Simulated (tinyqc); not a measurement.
# Metal gate on a two-layer dielectric stack with fixed charge and a dipole, step by step

Program tinyqc, `OMP_NUM_THREADS=1 python tinyqc.py 2010069 2010070 out.jsonl`; Intel Xeon 2.30GHz, shared host, one thread, about 0.01 s. Printed values are rounded.

Gate, layer 2, layer 1, p-type semiconductor; x runs from the gate inwards. Charges are counted in units of +q. psi is the band bending at the surface, positive towards inversion. Classical charge, Boltzmann statistics, no interface traps.

Inputs (values chosen for the exercise); band and dielectric values close to those of germanium, layer 1 close to silicon dioxide, layer 2 close to zirconium oxide:
```
symbol,value,unit,meaning
T,300,K,temperature
Eg,0.664,eV,band gap
eps_r,15.7,,relative permittivity
Nc,1.02e19,cm^-3,conduction-band density of states at T
Nv,5.95e18,cm^-3,valence-band density of states at T
chi,4.03,eV,electron affinity
Na,6.5e17,cm^-3,acceptor density
pM,4.41,eV,work function of the gate metal
t1,1.3,nm,"thickness of layer 1, next to the semiconductor"
e1,3.89,,relative permittivity of layer 1
t2,5,nm,"thickness of layer 2, next to the gate"
e2,25.7,,relative permittivity of layer 2
Q1,1.9e12,cm^-2,fixed charge at the semiconductor interface
Q2,2e11,cm^-2,fixed charge between the layers
r1,0,cm^-3,uniform charge density in layer 1
r2,5.4e18,cm^-3,uniform charge density in layer 2
Vd,0,V,flat-band shift by a dipole layer between the layers
ps,0.712,V,band bending psi of the working point
```

Constants: q = 1.602176634e-19 C, kB = 1.380649e-23 J/K, Vt = kB T/q, eps0 = 8.8541878128e-14 F/cm where lengths are in cm. Results are converted to the units shown.

Range of the model: The acceptor density exceeds a tenth of Nv, where Boltzmann statistics begin to fail. At the working point ps the carrier density at the surface is 59 times the band density of states, where degeneracy and quantisation, left out here, matter.

## Equivalent thickness and work-function difference

EOT = 3.9 (t1/e1 + t2/e2), Cox = eps0/(t1/e1 + t2/e2); phi_ms = pM - (chi + Eg - Vt ln(Nv/Na)).

EOT = 2.06210 nm
Cox = 1.67457 uF/cm^2
share of layer 1 in the EOT = 63.2047 %
phi_ms = -0.226759 V

## Flat-band voltage, term by term

EOT = 3.9 (t1/e1 + t2/e2), Cox = eps0/(t1/e1 + t2/e2); phi_ms = pM - (chi + Eg - Vt ln(Nv/Na)). Vfb = phi_ms + Vd - (q/eps0) [Q1 (t1/e1 + t2/e2) + Q2 t2/e2 + r1 (t1^2/(2 e1) + t1 t2/e2) + r2 t2^2/(2 e2)]: each charge counts with its electrical distance from the gate.

terms (V): phi_ms -0.226759, dipole 0.000000, Q1 -0.181786, Q2 -0.007041, r1 0.000000, r2 -0.047526
Vfb = -0.463112 V

Apart from phi_ms the largest term is that of Q1, -182 mV; all charges and the dipole together move Vfb by -236 mV.

## Threshold voltage

ni = sqrt(Nc Nv) exp(-Eg/(2 Vt)), Eg in volts, pB = Vt ln(Na/ni), Vth = Vfb + 2 pB + sqrt(4 q eps0 eps_r Na pB)/Cox.

ni = 2.06160e13 cm^-3
pB = 0.267792 V
depletion charge = 0.393790 uC/cm^2
Vth = 0.307631 V

## Charge in the semiconductor

ni = sqrt(Nc Nv) exp(-Eg/(2 Vt)), Eg in volts. Qs = -sign(psi) sqrt(2 q eps0 eps_r Na Vt [exp(-u) + u - 1 + (ni/Na)^2 (exp(u) - u - 1)]), u = psi/Vt.

Qs = -2.66136 uC/cm^2

The surface is in strong inversion: psi exceeds 2 Vt ln(Na/ni) = 0.536 V.

## Fields and voltage drops

Gauss: D = -Qs just inside the semiconductor; going towards the gate subtract q Q1, then q r1 t1, q Q2 and q r2 t2. Field = D/(eps0 e); the drop over a layer is its mean field times its thickness; Vg = phi_ms + Vd + psi + both drops.

```
place	D (uC/cm^2)	field (MV/cm)
layer 2, gate side	1.89231	0.83159
layer 2, inner side	2.32490	1.02170
layer 1, outer side	2.35694	6.84307
layer 1, semiconductor side	2.35694	6.84307
semiconductor surface	2.66136	1.91450
```

drop over layer 2 = 0.463323 V
drop over layer 1 = 0.889599 V
Vg = 1.83816 V

The same Vg follows from Vfb + psi - Qs/Cox. The largest field, 6.84 MV/cm in size, is at: layer 1, outer side.
